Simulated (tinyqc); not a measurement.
Ellipsometry and reflectance of a transparent film on an absorbing substrate: two steps of the calculation.

Air (index 1), film, substrate with N2 = n2 - i k2; time factor exp(+i w t). q_j = sqrt(N_j^2 - sin^2 th), root with positive real part. Fresnel coefficients r_s = (q_a - q_b)/(q_a + q_b), r_p = (N_b^2 q_a - N_a^2 q_b)/(N_b^2 q_a + N_a^2 q_b). tan(Psi) exp(i Delta) = R_p/R_s, Delta taken from 0 to 360 degrees.

Parameters, values chosen for the exercise; indices close to those of a porous low-k film on silicon:

| symbol | value | unit | meaning |
|---|---|---|---|
| lam | 800 | nm | wavelength |
| th | 65 | degrees | angle of incidence |
| n1 | 1.288 |  | index of the transparent film |
| d | 4.8 | nm | film thickness |
| n2 | 3.692 |  | index of the substrate |
| k2 | 0.0065 |  | extinction coefficient of the substrate |

Question 1. Interface coefficients and thickness period. q0, q1, q2 and the coefficients r01 and r12 for p and s; the results repeat in d with the period lam/(2 q1).

Give: q0; q1; q2; r01,p; r01,s; r12,p; r12,s; period.

Answer 1.

q0 = 0.42262
q1 = 0.91518
q2 = 3.5790-0.0067i
r01,p = -0.13245
r01,s = -0.36819
r12,p = 0.35505-0.00072i
r12,s = -0.59273+0.00061i
period = 437.07 nm

Question 2. Psi, Delta and reflectances. beta = 2 pi d q1/lam, X = exp(-2 i beta), R = (r01 + r12 X)/(1 + r01 r12 X) for p and s.

q1 = 0.91517769
r01,p = -0.13245103
r01,s = -0.36818726
r12,p = 0.35505299-0.00071998i
r12,s = -0.59273126+0.00060763i

Find: beta; X; R_p; R_s; Psi; Delta; |R_p|^2; |R_s|^2.

Answer 2.

beta = 0.03450 rad
X = 0.9976-0.0689i
R_p = 0.2325-0.0273i
R_s = -0.7882+0.0242i
Psi = 16.53 degrees
Delta = 175.1 degrees
|R_p|^2 = 0.05481
|R_s|^2 = 0.6219

The bare substrate gives Psi = 16.50 and Delta = 179.83 degrees.

Computed by the program tinyqc: `OMP_NUM_THREADS=1 python tinyqc.py 2870123 2870124 out.jsonl`, one thread of a shared Intel Xeon 2.30GHz, about 0.01 s for the whole run.
